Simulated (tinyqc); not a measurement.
Admittance spectroscopy and thermally stimulated current of one trap level in a depletion layer: one step, computed by the program tinyqc. Command: `OMP_NUM_THREADS=1 python tinyqc.py 3113207 3113208 out.jsonl admit walk`. One thread of a shared host (Intel(R) Xeon(R) Processor @ 2.30GHz), about 0.01 s of CPU time with the checks.

A Schottky junction on n-type material holds one donor-like electron trap; shallow donors are fully ionised and abrupt depletion edges are assumed.

Question. Temperature of the peak. N_c = 2 (2 pi m k_B T/h^2)^(3/2), v_th = sqrt(3 k_B T/m), emission rate e_n = sigma v_th N_c exp(-E_t/(k_B T)). Where the level crosses the Fermi level capture equals emission, so the trap follows the signal with the rate 2 e_n; G/omega peaks at omega = 2 e_n (the correction for large N_t/N is left out). Solve 2 e_n(T_p) = 2 pi f.

Inputs (values chosen for the exercise, modelled on n-type silicon): density-of-states mass m = 1.1 m_0; shallow doping N = 4.1e+16 1/cm^3; trap density N_t = 1.4e+16 1/cm^3; trap depth E_t below the band = 0.404 eV; capture cross section sigma = 2.7e-16 cm^2; test frequency f = 400 Hz.

Constants: k_B = 1.380649e-23 J/K; m_0 = 9.1093837015e-31 kg; h = 6.62607015e-34 J s; k_B = 8.617333262e-05 eV/K.

Give: peak temperature T_p; N_c at T_p; e_n at T_p; E_c - E_F = k_B T_p ln(N_c/N).

Answer.

peak temperature T_p = 263.47 K

N_c at T_p = 2.3828e+19 1/cm^3

e_n at T_p = 1256.6 1/s

E_c - E_F = k_B T_p ln(N_c/N) = 0.14451 eV

Caution: N_t/N is not small, so the peak moves away from omega = 2 e_n.
